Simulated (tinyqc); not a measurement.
All hoppings scaled: three-band tight binding of a dichalcogenide monolayer.

Values chosen for the exercise (near a published set for monolayer WS2; the results hold for these values, not for the real material): e1 = 1.129 eV (level of dz2); e2 = 2.295 eV (level of dxy and dx2-y2); t0 = -0.207 eV (hopping); t1 = 0.555 eV (hopping); t2 = 0.549 eV (hopping); t11 = 0.292 eV (hopping); t12 = 0.384 eV (hopping); t22 = -0.06 eV (hopping); lam = 0.206 eV (spin-orbit constant).

The six hoppings are multiplied by f; e1, e2 and lam stay (real strain also moves e1 and e2, so this is no model of it). Closed forms: Ev(K) = e2 - (3/2)(t11 + t22) - 3 sqrt3 t12 + lam, Ec(K) = e1 - 3 t0, Ev(Gamma) = e1 + 6 t0.

Gaps (eV):

| f | direct gap at K | Ev(K) - Ev(Gamma) | Ec(K) - top of valence band |
|---|---|---|---|
| 0.85 | 1.1477 | 0.4359 | 1.1477 |
| 0.90 | 1.2959 | 0.3808 | 1.2959 |
| 0.94 | 1.4145 | 0.3368 | 1.4145 |
| 0.97 | 1.5034 | 0.3037 | 1.5034 |
| 1.00 | 1.5923 | 0.2707 | 1.5923 |
| 1.03 | 1.6813 | 0.2376 | 1.6813 |
| 1.06 | 1.7702 | 0.2046 | 1.7702 |
| 1.10 | 1.8888 | 0.1605 | 1.8888 |

What does the comparison show?

The direct gap changes by +29.6 meV for each per cent of f. The top of the valence band stays at K over the range.

Run: tinyqc, `OMP_NUM_THREADS=1 python tinyqc.py 1452604 1452605 out.jsonl`; Intel(R) Xeon(R) Processor @ 2.30GHz, one thread, shared host; about 0.01 s of CPU time with all checks.
